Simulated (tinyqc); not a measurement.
Periodic multilayer mirror for extreme ultraviolet light: one step. Coefficients of one period. Three cases, with inputs chosen for the exercise.

Problem. Form q, the three interface coefficients and the two phase factors.

s polarisation, vacuum above. q_j = sqrt(N_j^2 - sin^2 theta); interface r_jk = (q_j - q_k)/(q_j + q_k) exp(-2 (2 pi/lam)^2 q_j q_k sg^2) (Nevot-Croce; sg = 0 if not given); phase factor of a layer x_j = exp(4 pi i q_j d_j/lam). Each period has the spacer (thickness (1 - Gm) L) on top of the absorber (Gm L). In this recursion R is the amplitude; R in tables and results is the reflectance, its squared modulus. The substrate is of the spacer material. Starting with R = 0 in it, each interface upward gives R -> (r + R x)/(1 + r R x), x that of the layer below the interface (1 for the substrate).

Give: q; r; x.

Case 1.

Values chosen (optical constants near those of Mo and Si at 13.5 nm; not measured data): lam = 13.5 nm (wavelength); dA = (0.0779, 0.00648) (delta and beta of the absorber, N = 1 - delta + i beta); dS = (0.0009, 0.0018) (delta and beta of the spacer and the substrate); L = 6.89 nm (period); Gm = 0.35 (absorber share of the period); theta = 0 degrees (angle from the normal); sg = 0.3 nm (interface roughness).

Solution.

q: spacer 0.99910+0.00180i, absorber 0.92210+0.00648i

r: vacuum/spacer 0.00043-0.00087i, spacer/absorber 0.03865-0.00253i, absorber/spacer -0.03865+0.00253i

x: spacer -0.51655-0.84752i, absorber -0.47169+0.86535i

One interface reflects only 0.00150. The round-trip phase of a period is -2.8 degrees from a full turn and its amplitude 0.9782.

Case 2.

Values chosen (optical constants near those of Mo and Si at 13.5 nm; not measured data): lam = 13.5 nm (wavelength); dA = (0.0769, 0.0069) (delta and beta of the absorber, N = 1 - delta + i beta); dS = (0.0008, 0.00184) (delta and beta of the spacer and the substrate); L = 7.08 nm (period); Gm = 0.47 (absorber share of the period); theta = 12 degrees (angle from the normal); sg = 0.2 nm (interface roughness).

Solution.

q: spacer 0.97733+0.00188i, absorber 0.89938+0.00708i

r: vacuum/spacer 0.00041-0.00095i, spacer/absorber 0.04089-0.00293i, absorber/spacer -0.04089+0.00293i

x: spacer -0.95690-0.26701i, absorber -0.91704+0.34077i

One interface reflects only 0.00168. The round-trip phase of a period is -4.8 degrees from a full turn and its amplitude 0.9719.

Case 3.

Values chosen (optical constants near those of Mo and Si at 13.5 nm; not measured data): lam = 13.5 nm (wavelength); dA = (0.0756, 0.00651) (delta and beta of the absorber, N = 1 - delta + i beta); dS = (0.0011, 0.00169) (delta and beta of the spacer and the substrate); L = 6.96 nm (period); Gm = 0.42 (absorber share of the period); theta = 0 degrees (angle from the normal); sg = 0.4 nm (interface roughness).

Solution.

q: spacer 0.99890+0.00169i, absorber 0.92440+0.00651i

r: vacuum/spacer 0.00051-0.00079i, spacer/absorber 0.03632-0.00253i, absorber/spacer -0.03632+0.00253i

x: spacer -0.81338-0.57079i, absorber -0.79600+0.57583i

One interface reflects only 0.00133. The round-trip phase of a period is -0.8 degrees from a full turn and its amplitude 0.9762.

Computed by tinyqc, one run a case: `OMP_NUM_THREADS=1 python tinyqc.py N N+1 out.jsonl` with N = 1681208, 1681310, 1681311; one thread of a shared Intel(R) Xeon(R) Processor @ 2.30GHz, about 0.01 s a run at most.
